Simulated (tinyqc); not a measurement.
Q-state Potts model on a small periodic square lattice: enumeration, Metropolis, heat-bath and Wolff steps: one step, computed by the program tinyqc. Command: `OMP_NUM_THREADS=1 python tinyqc.py 3111655 3111656 out.jsonl potts walk`. One thread of a shared host (Intel(R) Xeon(R) Processor @ 2.30GHz), about 0.09 s of CPU time with the checks.

E = -J x (number of nearest-neighbour bonds with equal states); n x n sites with periodic edges have 2 n^2 bonds. Order parameter m = (q f - 1)/(q - 1), f being the largest share of one state. Sites are numbered row by row from 0. Here q = 3 and n = 3.

Problem. Eight single-site steps. Site = floor(r1 n^2). State c is drawn with probability exp(K k_c)/sum exp(K k), k_c the number of neighbours in state c: the first c whose cumulative probability reaches r2; r3 is not used.

Inputs (values chosen for the exercise, for a model of domains or grain orientations): temperature T = 288 K.

Update: heat bath.

start states:
```
   1  2  3
1  1  1  1
2  1  0  2
3  1  0  2
```

random numbers, one row a step:
```
        1       2       3
1  0.2626  0.4903  0.7106
2  0.1120  0.7333  0.0135
3  0.9288  0.9079  0.1646
4  0.4892  0.3010  0.7996
5  0.2084  0.0794  0.4308
6  0.4599  0.3708  0.2808
7  0.7523  0.5251  0.9431
8  0.6354  0.5838  0.4479
```

K = 0.6849889

Give: the table «Steps» with the columns old, neighbours in each state, P(old), P(new), new; states afterwards.

Solution.

Steps:
```
site  old  neighbours in each state   P(old)   P(new)  new
2       1                     0 2 2  0.44363  0.44363    1
1       1                     2 2 0  0.44363  0.44363    1
8       2                     1 2 1  0.25102  0.25102    2
4       0                     1 2 1  0.25102  0.49796    1
1       1                     1 3 0  0.72348  0.18385    0
4       1                     2 1 1  0.25102  0.49796    0
6       1                     1 2 1  0.49796  0.49796    1
5       2                     1 2 1  0.25102  0.49796    1
```

states afterwards:
```
   1  2  3
1  1  0  1
2  1  0  1
3  1  0  2
```
